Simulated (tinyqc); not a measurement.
Susceptibility against the Curie-Weiss form: Heisenberg spin cluster by exact diagonalisation: multiplets, susceptibility, level crossings. Computed by tinyqc, a small Python program. Command: `OMP_NUM_THREADS=1 python tinyqc.py 3003656 3003657 out.jsonl spincl walk`. One thread of a shared host (Intel(R) Xeon(R) Processor @ 2.30GHz), about 0.01 s of CPU time with the checks.

H = J1 sum S_i.S_j over the bonds 1-2, 3-4 + J2 sum over 2-3 - g mu_B B S_z; J > 0 is antiferromagnetic.

Inputs (values chosen for the exercise, for a model cluster): exchange J1 = 12.8 meV; exchange J2 = -5 meV; g factor = 2.2.

Cluster: chain of four, J1 outer bonds and J2 in the middle. Spin s of each site: 0.5.

Constants: k_B = 8.617333262e-05 eV/K.

Method:
- Every multiplet has one member in the block S_z = 0; diagonalise it and read the total spin from <S^2> = S (S + 1).
- Z = sum k (2S + 1) exp(-E/(k_B T)) over the table, k the number of multiplets; <S^2> likewise with the factor S (S + 1); chi T = N_A g^2 mu_B^2 <S^2>/(3 k_B) = 0.125049 g^2 <S^2> cm^3 K/mol (cgs, per mole of clusters); C = (<E^2> - <E>^2)/(k_B T)^2; entropy = ln Z + <E>/(k_B T).
- High-temperature form: chi T = C0/(1 - theta/T), C0 = 0.125049 g^2 n s (s + 1), k_B theta = -(2/3) s (s + 1) (sum of J over bonds)/n, n = 4; a dash where T <= 1.05 theta.

Levels at B = 0:

| E (meV) | total S | number of multiplets |
|---|---|---|
| -19.3658 | 0 | 1 |
| -7.6500 | 1 | 1 |
| -5.6210 | 1 | 1 |
| 5.1500 | 2 | 1 |
| 8.1210 | 1 | 1 |
| 9.0658 | 0 | 1 |

gap to the next level = 11.7158 meV

theta = -29.882 K

Against temperature:

| T (K) | chi T (cm^3 K/mol) | Curie-Weiss | chi (cm^3/mol) | C (k_B) |
|---|---|---|---|---|
| 15 | 5.0786e-04 | 0.6068 | 3.3857e-05 | 3.6690e-02 |
| 30 | 5.5725e-02 | 0.9097 | 1.8575e-03 | 1.0249e+00 |
| 52 | 3.7385e-01 | 1.1531 | 7.1894e-03 | 1.9996e+00 |
| 89 | 9.0801e-01 | 1.3593 | 1.0202e-02 | 1.2698e+00 |
| 150 | 1.3161e+00 | 1.5141 | 8.7742e-03 | 4.9828e-01 |
| 240 | 1.5305e+00 | 1.6147 | 6.3770e-03 | 1.8833e-01 |
| 370 | 1.6432e+00 | 1.6800 | 4.4412e-03 | 7.5384e-02 |
| 590 | 1.7134e+00 | 1.7282 | 2.9041e-03 | 2.8289e-02 |
| 1200 | 1.7680e+00 | 1.7716 | 1.4733e-03 | 6.5189e-03 |
| 2400 | 1.7925e+00 | 1.7934 | 7.4686e-04 | 1.5885e-03 |

The Curie-Weiss form is within 3 % in the last 4 rows. chi passes a maximum, at 89 K among these rows, the mark of a singlet ground state; among these rows C is largest at 52 K, and the gap is 136 K.

Extremes, crossings and ranges named in words are read from the listed rows.
